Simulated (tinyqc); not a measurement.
From T_c back to z J_AB: two-sublattice mean-field magnet: ferrimagnet, compensation points and susceptibility. Computed by tinyqc, a small Python program. Command: `OMP_NUM_THREADS=1 python tinyqc.py 3026903 3026904 out.jsonl ferri inv`. One thread of a shared host (Intel(R) Xeon(R) Processor @ 2.30GHz), about 0.02 s of CPU time with the checks.

A random alloy A(1-x)B(x) with H = -sum over pairs J S_i.S_j. a = <S_A> and b = <S_B> are taken along z, a > 0. Exchange fields: h_A = (1 - x) zJ_AA a + x zJ_AB b, h_B = (1 - x) zJ_AB a + x zJ_BB b; a = S_A B_(S_A)(S_A h_A/(k_B T)) and likewise for b, with the Brillouin function B_S(y) = [(2S + 1)/(2S)] coth[(2S + 1) y/(2S)] - [1/(2S)] coth[y/(2S)].

Inputs (values chosen for the exercise, for a model ferrimagnet):
```
quantity               value  unit
spin S_A                 1.5     -
spin S_B                 3.5     -
fraction x of B sites   0.26     -
z J_AA                  33.9   meV
z J_BB                  0.62   meV
T over T_c              0.83     -
```

Constants: k_B = 8.617333262e-05 eV/K.

Method. Linearised, T (a, b) = M (a, b) with M_ij = S_i (S_i + 1) c_j zJ_ij/(3 k_B), c_A = 1 - x, c_B = x. T_c is the larger eigenvalue, and its eigenvector gives b/a at onset, (T_c - M_AA)/M_AB.

Question. A run gave the result below. Find the z J_AB, known to lie between -8.8 and -5.3 meV.

T_c = 380.8408 K

Answer.

Each step takes the trial c = (a f_b - b f_a)/(f_b - f_a), f being the result less the target; c replaces end b, the old b replaces a if the sign of f changed, and otherwise f_a is halved.

Scan of the range:
```
z J_AB (meV)  T_c (K)
-8.80         397.824
-8.22         393.808
-7.63         389.930
-7.05         386.334
-6.47         382.964
-5.88         379.779
-5.30         376.900
```

False position (Illinois rule) inside the bracket:
```
step     end a     end b     trial  T_c (K)
1     -6.47000  -5.88000  -6.07673  380.813
2     -6.47000  -6.07673  -6.08687  380.867
3     -6.07673  -6.08687  -6.08200  380.841
4     -6.08687  -6.08200  -6.08200  380.841
```

T_c falls at every point of a 13-point scan of the range (every second point is shown), so one value fits; it is bracketed by -6.47 and -5.88. Answer: z J_AB = -6.082 meV.
